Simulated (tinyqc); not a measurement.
Gate length: charge control and current of a heterostructure field-effect transistor. Computed by tinyqc, a small Python program. Command: `OMP_NUM_THREADS=1 python tinyqc.py 3029881 3029882 out.jsonl hemt walk`. One thread of a shared host (Intel(R) Xeon(R) Processor @ 2.30GHz), about 0.01 s of CPU time with the checks.

Two subbands in a triangular well; E_F is counted from the conduction band edge of the channel at the interface.

Inputs (values chosen for the exercise, modelled on AlGaAs/GaAs):
```
quantity,value,unit
channel mass m,0.067,m_0
permittivity eps (barrier and channel),12.4,-
barrier thickness d,28,nm
Schottky barrier phi_B,0.93,eV
conduction band offset dE_c,0.26,eV
delta-doping density N_d,6.5e+12,1/cm^2
gate voltage V_G,0,V
mobility mu,7800,cm^2/(V s)
saturation velocity v_s,1.5,1e7 cm/s
gate length L,150,nm
source resistance R_S,0.4,ohm mm
temperature T,77,K
mixing,0.5,-
iteration cap,200,-
spacer between delta layer and channel,2.5,nm
```

Charge source: delta doping. Velocity law: smooth.

Constants: e = 1.602176634e-19 C; eps_0 = 8.8541878128e-12 F/m; k_B = 8.617333262e-05 eV/K; hbar = 1.054571817e-34 J s; m_0 = 9.1093837015e-31 kg; k_B = 1.380649e-23 J/K.

Method:
- Threshold V_T = phi_B - dE_c - e N_d (d - spacer)/(eps eps_0) (in volts); C_b = eps eps_0/d.
- Charge control: n_s = C_b (V_G - V_T - E_F/e)/e. Well: mean field F = e n_s/(2 eps eps_0), E_i = (hbar^2/2m)^(1/3) [(3 pi e F/2)(i + 3/4)]^(2/3), i = 0, 1; n_s = D k_B T sum_i ln(1 + exp((E_F - E_i)/k_B T)), D = m/(pi hbar^2), which is solved in closed form for E_F.
- Iteration from n_s = C_b (V_G - V_T)/(2e): E_F from n_s, n_out from the charge control, n_new = n_s + mixing (n_out - n_s), kept above n_s/10; stop when |n_out/n_s - 1| < 1e-9.
- C_g = e dn_s/dV_G = 1/(1/C_b + 1/C_q), 1/C_q = d(E_F/e)/d(e n_s) by a central difference of +/- 0.1 % in n_s; added distance dd = eps eps_0/C_q.
- With V = e n_s/C_g and V_c = v_s L/mu: for v = mu F/(1 + mu F/v_s), V_Dsat = V_c (sqrt(1 + 2V/V_c) - 1) and I/W = C_g v_s (V - V_Dsat); g_m = dI/dV; extrinsic g_m/(1 + g_m R_S); f_T = g_m/(2 pi C_g L).

sheet density n_s = 3.56281e+12 1/cm^2

gate capacitance C_g = 0.338894 microfarad/cm^2

V = 1.68437 V

Scaling; the last columns are v_s/(2 pi L) and mu V/(2 pi L^2):
```
L (nm),I/W (mA/mm),g_m (mS/mm),extrinsic g_m (mS/mm),f_T (GHz),velocity limit (GHz),mobility limit (GHz)
30,788.24,487.32,407.83,7.6287e+02,795.77,2.3233e+05
60,761.71,478.64,401.73,3.7464e+02,397.89,5.8083e+04
120,725.75,466.41,393.08,1.8253e+02,198.94,1.4521e+04
250,674.64,448.04,379.95,8.4166e+01,95.49,3.3456e+03
500,611.70,423.66,362.27,3.9793e+01,47.75,8.3640e+02
1000,533.32,390.21,337.53,1.8325e+01,23.87,2.0910e+02
2000,440.98,345.61,303.64,8.1156e+00,11.94,5.2275e+01
5000,307.74,268.80,242.70,2.5247e+00,4.77,8.3640e+00
```

f_T scales as L^-1.03 at the short end and L^-1.27 at the long end; the two limits cross at L = mu V/v_s = 8760 nm. g_m tends to C_g v_s = 508 mS/mm, and R_S cuts it by 16 % at the shortest gate. Fringe capacitances and short-channel effects, left out, lower f_T once L is below about ten barrier thicknesses. Caution: E_F lies above the conduction band minimum of the barrier, so electrons would spill into the barrier.

Extremes, crossings and ranges named in words are read from the listed rows.
